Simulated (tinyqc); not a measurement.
# Electron mobility in a silicon inversion layer, empirical terms and Matthiessen rule: universality: two dopings at the same effective field

Inversion layer of sheet density Ns on a uniformly doped body. The mobility terms are empirical power laws with prefactors chosen for the exercise; adding their inverses (Matthiessen) is itself an approximation.

ni = sqrt(Nc Nv) exp(-Eg/(2 Vt)), Eg in volts; Ndep = sqrt(2 eps0 eps_r Nb (2 Vt ln(Nb/ni) + Vsb)/q); E = q (Ndep + eta Ns)/(eps0 eps_r), in MV/cm. With t = T/(300 K): muC = Ac (Ns/1e12 cm^-2) t/(Nb/1e17 cm^-3 + Nit/1e11 cm^-2), muP = Ap E^(-1/3) t^(-1.75), muS = As E^(-gs); 1/mu is the sum of the inverses. For each E, Ns is chosen to give that field on bodies with Nb = 4e17 and 2.8e18 cm^-3; the last column leaves out muC.

Values chosen for this exercise; material values close to those of silicon: temperature T = 250 K; band gap Eg = 1.1 eV; relative permittivity of the semiconductor eps_r = 11.9; conduction-band density of states at T Nc = 2.15e19 cm^-3; valence-band density of states at T Nv = 2.05e19 cm^-3; reverse body bias Vsb = 1 V; weight of the inversion charge in the effective field eta = 0.5; phonon-limited mobility at 1 MV/cm and 300 K Ap = 439 cm^2/(V s); roughness-limited mobility at 1 MV/cm As = 1010 cm^2/(V s); exponent of the roughness term gs = 2; Coulomb prefactor Ac = 3900 cm^2/(V s); charge at the interface Nit = 1.4e10 cm^-2.

Constants: q = 1.602176634e-19 C, kB = 1.380649e-23 J/K, Vt = kB T/q, eps0 = 8.8541878128e-14 F/cm where lengths are in cm. Results are converted to the units shown.

Universality: two dopings at the same effective field:
```
E (MV/cm)	Ns, light body (cm^-2)	mu, light (cm^2/(V s))	Ns, heavy body (cm^-2)	mu, heavy (cm^2/(V s))	without muC (cm^2/(V s))
1.39	1.191e13	258.6	1.061e12	83.89	265.9
1.57	1.428e13	224.5	3.429e12	145.1	229.1
1.77	1.691e13	193.1	6.059e12	153.1	195.9
2	1.993e13	163.7	9.084e12	142.9	165.4
2.27	2.348e13	136.4	1.264e13	125.6	137.4
2.56	2.730e13	113.6	1.645e13	107.8	114.2
2.9	3.177e13	93.22	2.092e13	90.08	93.56
3.27	3.664e13	76.46	2.579e13	74.74	76.66
```

What does the table show?

The heavily doped body has 0.324 of the mobility of the light one in the first row and 0.978 in the last; there they lie 2.5 % below and 0.27 % below the curve without Coulomb scattering, which depends on E alone. The heavy body leaves that curve at low E because its field comes mostly from depletion charge and few carriers screen.

Computed by the program tinyqc: `OMP_NUM_THREADS=1 python tinyqc.py 2510029 2510030 out.jsonl`, one thread of a shared Intel Xeon 2.30GHz, about 0.01 s for the whole run.
